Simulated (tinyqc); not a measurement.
Strain-driven roughening and islands of a mismatched epitaxial film: one step, computed by the program tinyqc. Command: `OMP_NUM_THREADS=1 python tinyqc.py 3029727 3029728 out.jsonl island walk`. One thread of a shared host (Intel(R) Xeon(R) Processor @ 2.30GHz), about 0.01 s of CPU time with the checks.

Film and substrate share isotropic elastic constants; the film is coherent and biaxially strained.

Question. Wetting layer. The surface energy depends on thickness as gamma + (gamma_s - gamma) exp(-h/delta). Its curvature adds W2 = (gamma_s - gamma) exp(-h/delta)/delta^2 to the restoring terms; the flat film is stable while W2 > (1 + nu)^2 w^2/gamma, which gives h_c = delta ln[(gamma_s - gamma) gamma/(delta^2 (1 + nu)^2 w^2)], or 0 if negative.

Inputs (values chosen for the exercise, modelled on In(0.5)Ga(0.5)As on GaAs):
```
quantity,value,unit
Poisson ratio nu,0.3,-
surface energy gamma,0.789,J/m^2
wetting energy gamma_s - gamma,0.1,J/m^2
decay length of wetting delta,0.19,nm
```

energy density w = 198.6086 MJ/m^3

Give: wetting-layer thickness h_c.

Answer.

wetting-layer thickness h_c = 0.66310 nm

Layer-by-layer growth up to h_c, then roughening: the Stranski-Krastanov mode.
